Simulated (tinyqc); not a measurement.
Wannier functions of a composite (isolated) pair of valence bands (bonds of an sp chain), step by step. Values are carried at full precision from step to step, so a last printed digit may differ when a step is redone from the rounded ones.

Each atom has a hybrid pointing left (<) and right (>). H(k): diagonal +V3 on A, -V3 on B; <A<|A>> = -V1a, <B<|B>> = -V1b, <A>|B<> = -V2, <B>|A<> = -V2p exp(ik); k in 1/a, Bloch sums with exp(ikR). The two lowest bands are filled. Trial functions in cell 0: g1 = cos(c) A> + sin(c) B<, and g2 = sin(c) B> + cos(c) A< of cell 1, whose Bloch vector has cos(c) exp(-ik) on A<. Projection A_mn = <psi_m|g_n>, S = A^+ A, Loewdin U = A S^(-1/2), Bloch-like states w_n = sum_m psi_m U_mn, H_W(k) = U^+ diag(E) U. P = sum_m |psi_m><psi_m| is free of phase choices, and S = g^+ P g, w = P g S^(-1/2).

Parameters, chosen for this exercise:
- V2 = 2.96 eV (coupling in the bond A-B inside the cell)
- V2p = 2.82 eV (coupling in the bond to the next cell)
- V1a = 1.07 eV (coupling of the two hybrids on A)
- V1b = 0.82 eV (the same on B)
- V3 = 1.5 eV (A at +V3, B at -V3)
- j = 2 (mesh point, k = 2 pi j/N)
- N = 6 (k points)
- c = 35 degrees (trial bonds cos(c) on A, sin(c) on B)
- xb = 0.4 a (position of B (A at 0))

## H at one mesh point

Fill in the matrix.

H(k) (eV), rows A<, A>, B<, B> and columns alike:
```
[[1.5000, -1.0700, 0, 1.4100+2.4422i],
 [-1.0700, 1.5000, -2.9600, 0],
 [0, -2.9600, -1.5000, -0.8200],
 [1.4100-2.4422i, 0, -0.8200, -1.5000]]
```

## Levels and the projector on the filled bands

Diagonalise; P = sum over the two lowest states of |psi><psi|.

levels (eV): [-3.8475, -2.8313, 2.6535, 4.0252]

P, rows A<, A>, B<, B> and columns alike:
```
[[0.2826, 0.0925+0.0411i, 0.0448+0.0211i, -0.2313-0.3695i],
 [0.0925-0.0411i, 0.2909, 0.4398+0.0149i, -0.0411-0.0269i],
 [0.0448-0.0211i, 0.4398-0.0149i, 0.7090, 0.0858+0.0537i],
 [-0.2313+0.3695i, -0.0411+0.0269i, 0.0858-0.0537i, 0.7175]]
```

The filled states put 1.147 electrons on A and 2.853 on B at this k.

## Loewdin orthogonalisation

The trial vectors are the columns g1 = (0, cos c, sin c, 0), g2 = (cos c exp(-ik), 0, 0, sin c), k = 2 pi j/N. Form S = g^+ P g, its eigenvalues, S^(-1/2), and w = P g S^(-1/2).

S, rows 1, 2 and columns alike:
```
[[0.8417, -0.0651-0.0482i],
 [-0.0651+0.0482i, 0.8350]]
```

eigenvalues of S: [0.7573, 0.9194]

S^(-1/2), rows 1, 2 and columns alike:
```
[[1.0938, 0.0427+0.0316i],
 [0.0427-0.0316i, 1.0982]]
```

w, rows A<, A>, B<, B>; columns 1, 2:
```
[[0.0874+0.0403i, -0.2699-0.4477i],
 [0.5306+0.0095i, -0.0789-0.0547i],
 [0.8398-0.0135i, 0.0506+0.0321i],
 [0.0502-0.0333i, 0.8448+0.0142i]]
```

The combinations of the trial bonds that diagonalise S lie 75.7 to 91.9 % inside the filled space; an eigenvalue near zero would mark a poor choice.

## The Hamiltonian in the new basis

H_W = w^+ H w; its eigenvalues must be the two filled levels.

H_W(k) (eV), rows 1, 2 and columns alike:
```
[[-3.402, -0.444+0.240i],
 [-0.444-0.240i, -3.277]]
```

eigenvalues (eV): [-3.847, -2.831]

## Hoppings between the Wannier functions

H_mn(R) = (1/N) sum_k exp(-ikR) H_W,mn(k), the coupling of function m in cell 0 to function n in cell R.

H(R) (eV):
```
R        11       12       21       22
-2   0.0006   0.0001  -0.0004   0.0005
-1   0.0270  -0.2859  -0.0096   0.0261
0   -3.3743  -0.5916  -0.5916  -3.2503
1    0.0270  -0.0096  -0.2859   0.0261
2    0.0006  -0.0004   0.0001   0.0005
3    0.0000   0.0000   0.0000   0.0000
```

The bond levels are -3.374 and -3.250 eV, against -sqrt(V2^2 + V3^2) = -3.318 and -3.194 for isolated bonds. Neighbouring bonds couple by -0.592 eV through B; the bond-orbital estimate is -V1b (1 + ap)/2 = -0.599 with the mean V2 in ap = V3/sqrt(V2^2 + V3^2).

## The functions in real space

w_n(R) = (1/N) sum_k exp(ikR) w_n(k); point-like hybrids at R (A) and R + xb (B) give centres and spreads.

Function 1:
```
R        A<       A>       B<       B>
-2   0.0000   0.0001  -0.0001  -0.0011
-1   0.0010   0.0035  -0.0044  -0.0394
0    0.0635   0.5284   0.8437   0.0301
1   -0.0473  -0.0078   0.0118   0.0002
2   -0.0017  -0.0003   0.0005   0.0000
3   -0.0001   0.0000   0.0000   0.0000
```

centres (a): 1 0.2866, 2 0.5650

spreads (a^2): 1 0.0350, 2 0.0736

Function 1 has 99.1 % of its weight on the two hybrids of its bond. Its centre lies +0.0866 a from the middle of the bond, towards B, the atom with the lower level.

## Checks

- Eigenvalues of H_W against the filled levels: they agree to 1e-10 or better.
- W^+ w against the unit matrix: they agree to 1e-10 or better.

Program tinyqc; command `OMP_NUM_THREADS=1 python tinyqc.py 1450734 1450735 out.jsonl`; about 0.3 s on one thread of a shared Intel(R) Xeon(R) Processor @ 2.30GHz.
